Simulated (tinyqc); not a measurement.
Rigid-ion and shell models of the dielectric response of an ionic crystal: one step, computed by the program tinyqc. Command: `OMP_NUM_THREADS=1 python tinyqc.py 3003452 3003453 out.jsonl shell walk`. One thread of a shared host (Intel(R) Xeon(R) Processor @ 2.30GHz), about 0.01 s of CPU time with the checks.

Charges +Z and -Z; 6 nearest neighbours, Madelung constant M = 1.747565, volume per ion pair Omega = 2.000000 d^3. Energy per pair U = -M Z^2 e2/d + 6 A exp(-d/rho), e2 = e^2/(4 pi eps_0). In the shell model the anion is a core of charge Y - Z and a massless shell of charge -Y, joined by the spring k; the repulsion acts on the shell. Each ion feels the Lorentz field E + (4 pi/3) P (Gaussian units).

Task: Shell model: electronic response. Eliminating the shell gives the anion polarisability alpha_- = Y^2 e2/(k + R), the Szigeti charge Z_S = Z - Y R/(k + R) and the softened spring R' = k R/(k + R). With b = 4 pi (alpha_+ + alpha_-)/(3 Omega): eps_inf = (1 + 2b)/(1 - b) (Clausius-Mossotti); Born charge Z* = Z_S (eps_inf + 2)/3.

Inputs (values chosen for the exercise, for a model crystal):
```
quantity                       value           unit
ionic charge Z                  1.45              e
shell charge size Y             2.42              e
core-shell spring k             46.6  eV/angstrom^2
cation polarisability alpha_+  0.062     angstrom^3
```

Structure: rock salt.

repulsive spring R = 8.685788 eV/angstrom^2

volume Omega = 28.34498 angstrom^3

Constants: e^2/(4 pi eps_0) = 14.39964548 eV angstrom.

Give: anion polarisability alpha_-; Szigeti charge Z_S; softened spring R'; b; eps_inf; Born charge Z*.

Result:

anion polarisability alpha_- = 1.5253 angstrom^3

Szigeti charge Z_S = 1.0698 e

softened spring R' = 7.3212 eV/angstrom^2

b = 0.23458

eps_inf = 1.9194

Born charge Z* = 1.3977 e

Overlap pushes the shell back and lowers the effective charge to 74 % of Z; the local field then raises the Born charge to 96 % of Z.
